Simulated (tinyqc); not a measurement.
Inside a calculation. Model: lossy package transmission line with skin effect.

Computed by the program tinyqc: `OMP_NUM_THREADS=1 python tinyqc.py 2810114 2810115 out.jsonl`, one thread of a shared Intel Xeon 2.30GHz, about 0.01 s for the whole run. Printed values are rounded.

A uniform line in a homogeneous dielectric: c = sqrt(er)/(c0 Z0), l = Z0 sqrt(er)/c0 (c0 = 299792458 m/s), g = w c td, w = 2 pi f. The resistance joins its limits as r = sqrt(r_dc^2 + r_hf^2), with r_dc = rho/(wd th), r_hf = kr rho/(2 delta (wd + th)), delta = sqrt(rho/(pi f mu0)), mu0 = 4 pi 1e-7 H/m; this is an interpolation, and internal inductance, up to 0.05 nH/mm at low frequency, is neglected.

Values chosen for this exercise: width of the strip wd = 68 um; thickness of the strip th = 15 um; resistivity rho = 2 uohm cm; relative permittivity er = 3; loss tangent td = 0.005; lossless impedance sqrt(l/c) Z0 = 60 ohm; factor for crowding and the return path kr = 1.5; length len = 15 mm; source resistance Rg = 10 ohm; load resistance RL = 50 ohm; load capacitance CL = 0 fF; frequency f = 0.72 GHz.

## Line constants

delta, r_dc, r_hf, r, l, c and g as defined.

delta = 2.65258 um
r_dc = 0.0196078 ohm/mm
r_hf = 0.0681309 ohm/mm
r = 0.0708963 ohm/mm
l = 0.346650 nH/mm
c = 96.2917 pF/m
g = 0.00217807 S/m

r is 3.62 times r_dc; the skin depth is 0.177 of the thickness.

## Propagation constant and impedance

gamma = sqrt((r + i w l)(g + i w c)) = alpha + i beta, Zc = sqrt((r + i w l)/(g + i w c)), roots with positive real part; loss 8.685889638 alpha in dB; phase velocity w/beta.

gamma len = 0.009840+0.392131i
Zc = 60.0181-1.2059i ohm
loss = 0.00569805 dB/mm
phase velocity over c0 = 0.577234
r/(w l) = 0.0452085

r is below w l; the low-loss estimate 8.686 (r/(2 Z0) + g Z0/2) gives 0.00570 dB/mm.

## Reflection, input impedance and transfer

ZL = 1/(1/RL + i w CL); reflection (ZL - Zc)/(ZL + Zc); Zin = Zc (ZL + Zc tanh(gamma len))/(Zc + ZL tanh(gamma len)); H = V_load/V_source = [Zin/(Zin + Rg)]/[cosh(gamma len) + (Zc/ZL) sinh(gamma len)].

ZL = 50.0000+0.0000i ohm
reflection at the load = -0.0911682+0.0099613i
Zin = 53.2647+6.4350i ohm
H = 0.727270-0.339201i
|H| = -1.91128 dB
